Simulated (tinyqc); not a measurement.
Inside a calculation. Model: ballistic transport through the one-dimensional subbands of a rectangular nanowire or nanosheet channel. Computed by tinyqc, a small Python program that keeps every step. Command: `OMP_NUM_THREADS=1 python tinyqc.py 3005445 3005446 out.jsonl wire walk`. One thread of a shared host (Intel(R) Xeon(R) Processor @ 2.30GHz), about 0.02 s of CPU time with the checks. Intermediate numbers are printed to about 5 digits and carried at full precision; extremes and crossings named in words are read from the listed rows.

Hard walls, parabolic subbands, transport along x. Energies are counted from the bulk conduction band edge at the top of the barrier, which the gate pulls down by U; the source Fermi level lies at the bulk edge when U = 0.

Inputs (values chosen for the exercise, modelled on silicon):

| quantity | value | unit |
|---|---|---|
| light mass m_t | 0.19 | m_0 |
| heavy mass m_l | 0.898 | m_0 |
| height a | 4.1 | nm |
| width b | 6.8 | nm |
| equivalent oxide thickness t | 2.4 | nm |
| gate voltage above flat band V_G | 0.79 | V |
| drain voltage V_D | 0.01 | V |
| temperature T | 300 | K |
| mean free path for back-scattering lambda | 7.3 | nm |
| channel length L | 120 | nm |

Valleys: silicon [100] wire.

Constants: hbar^2/(2 m_0) = 3.80998212 eV angstrom^2; k_B = 8.617333262e-05 eV/K; m_0 = 9.1093837015e-31 kg; k_B = 1.380649e-23 J/K; hbar = 1.054571817e-34 J s; eps_0 = 8.8541878128e-12 F/m; e = 1.602176634e-19 C; h = 6.62607015e-34 J s.

## Subbands

E_pq = (hbar^2 pi^2/2)(p^2/(m_y b^2) + q^2/(m_z a^2)); valley pairs: (m_x, m_y, m_z) = (m_t, m_t, m_l), (m_t, m_l, m_t), (m_l, m_t, m_t), each with degeneracy g = 2; the 10 lowest subbands are kept.

Subbands:

| valley axis | p | q | E (meV) | m_x (m_0) |
|---|---|---|---|---|
| z | 1 | 1 | 67.71 | 0.190 |
| y | 1 | 1 | 126.79 | 0.190 |
| z | 1 | 2 | 142.44 | 0.190 |
| y | 2 | 1 | 153.96 | 0.190 |
| x | 1 | 1 | 160.53 | 0.898 |
| z | 2 | 1 | 196.11 | 0.190 |
| y | 3 | 1 | 199.24 | 0.190 |
| y | 4 | 1 | 262.63 | 0.190 |
| z | 1 | 3 | 266.99 | 0.190 |
| z | 2 | 2 | 270.84 | 0.190 |

The second subband lies 59.1 meV, or 2.29 k_B T, above the first; the lowest belongs to the valleys with the heavy mass across the height.

## Self-consistent barrier

F_j(eta) = (1/Gamma(j + 1)) int_0^infinity x^j/(1 + exp(x - eta)) dx, F_0 = ln(1 + exp(eta)). Integrals over x = E/(k_B T) use 160 Gauss-Legendre points in u = sqrt(x) from 0 to sqrt(max(eta, 0) + 32). With degeneracy g = 2, eta_i = (U - E_i)/(k_B T) and u = e V_D/(k_B T): line density n = sum_i g sqrt(2 m_x k_B T/pi)/(2 hbar) [F_-1/2(eta_i) + F_-1/2(eta_i - u)]; gate: e n = C_ox (V_G - U/e), C_ox = 3.9 eps_0 2 (a + b)/t (flat-plate estimate); I = (2 e k_B T/h) sum_i g [F_0(eta_i) - F_0(eta_i - u)].

C_ox = 313.66 aF/micrometre

U = 127.28 meV

Occupation:

| subband | eta_i | n_i (1/nm) | I_i (microampere) |
|---|---|---|---|
| 1 | 2.3042 | 6.1148e-01 | 1.3815 |
| 2 | 0.0190 | 2.1998e-01 | 0.7076 |
| 3 | -0.5865 | 1.4286e-01 | 0.4879 |
| 4 | -1.0319 | 1.0006e-01 | 0.3527 |
| 5 | -1.2863 | 1.7536e-01 | 0.2883 |
| 6 | -2.6626 | 2.2764e-02 | 0.0847 |
| 7 | -2.7834 | 2.0267e-02 | 0.0755 |
| 8 | -5.2354 | 1.8053e-03 | 0.0068 |
| 9 | -5.4043 | 1.5255e-03 | 0.0058 |
| 10 | -5.5533 | 1.3149e-03 | 0.0050 |

line density n = 1.2974 1/nm

ballistic current I = 3.3957 microampere

mean velocity I/(e n) = 0.16336 1e7 cm/s

2 of the subbands lie below the source Fermi level; the lowest carries 41 % of the current with 47 % of the charge. The gate spends 16 % of V_G on moving the bands.

## Conductance, capacitance and scattering

Linear conductance G = (2 e^2/h) sum_i g f(eta_i), g = 2, f = 1/(1 + exp(-eta_i)), with the barrier frozen at the eta_i above; current per perimeter I/(2(a + b)); with scattering, transmission lambda/(lambda + L) and low-bias resistance (1 + L/lambda)/G.

open modes sum g f = 4.7754

ballistic conductance = 370.00 microsiemens

current per perimeter = 155.77 microampere/micrometre

transmission = 0.057345

low-bias resistance with scattering = 47.131 kiloohm

Even without scattering the wire has h/(2 e^2 M) = 2.70 kiloohm, which sits in the contacts.

## Gate sweep

Open modes are sum_i g/(1 + exp(-eta_i)). The last column is e dn/dV_G over C_ox, taken up to the next row.

Against the gate voltage:

| V_G (V) | U (meV) | n (1/nm) | I (microampere) | open modes | C_g/C_ox |
|---|---|---|---|---|---|
| -0.230 | -230.00 | 4.2975e-06 | 1.5820e-05 | 2.4621e-05 | 1.0242e-03 |
| -0.130 | -130.10 | 2.0480e-04 | 7.5384e-04 | 1.1731e-03 | 6.2158e-02 |
| -0.012 | -19.44 | 1.4564e-02 | 5.3259e-02 | 8.2525e-02 | 5.1605e-01 |
| 0.120 | 44.44 | 1.4792e-01 | 5.0984e-01 | 7.6411e-01 | 7.7363e-01 |
| 0.220 | 67.08 | 2.9938e-01 | 9.7066e-01 | 1.4189e+00 | 8.4681e-01 |
| 0.350 | 86.99 | 5.1489e-01 | 1.5544e+00 | 2.2293e+00 | 8.8650e-01 |
| 0.490 | 102.88 | 7.5786e-01 | 2.1567e+00 | 3.0639e+00 | 9.1130e-01 |
| 0.650 | 117.08 | 1.0433e+00 | 2.8255e+00 | 3.9909e+00 | 9.2827e-01 |
| 0.820 | 129.27 | 1.3522e+00 | 3.5158e+00 | 4.9395e+00 | 9.3978e-01 |
| 1.000 | 140.11 | 1.6834e+00 | 4.2176e+00 | 5.8897e+00 | - |

Between the first two rows the current rises one decade per 60 mV, against the limit ln(10) k_B T/e = 60 mV. Above threshold C_g/C_ox lies between 0.77 and 0.94: the quantum capacitance in series costs little, since heavy or many subbands hold the charge.

Checks made by the program: density of the lowest subband against a direct sum over k (relative difference 1e-09).
